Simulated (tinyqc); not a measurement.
Stress in a transistor channel from embedded alloy regions, liners and fins, by half-space elasticity: one step, computed by the program tinyqc.

Plane strain in an isotropic half-space, the same constants everywhere; x along the channel from its centre, y downwards from the free surface; stress is positive in tension.

Question. Closed form at the surface. At x = y = 0 the integral is s_xx = -(4/pi) [E e/(1 - nu)] [arctan(2 d/L) - arctan(d/(L/2 + S))].

Inputs (values chosen for the exercise, modelled on silicon):
```
quantity                   value  unit
Young's modulus E            170   GPa
Poisson ratio nu            0.28     -
channel length L             106    nm
length of each stressor S    185    nm
recess depth d                45    nm
```

Stressor: Si(1-x)Ge(x) source and drain.

misfit e = 0.011648

Give: s_xx at the surface.

Answer.

s_xx at the surface = -1811 MPa

For fixed L and S it is largest at d = sqrt((L/2)(L/2 + S)) = 112.3 nm; d is short of that.
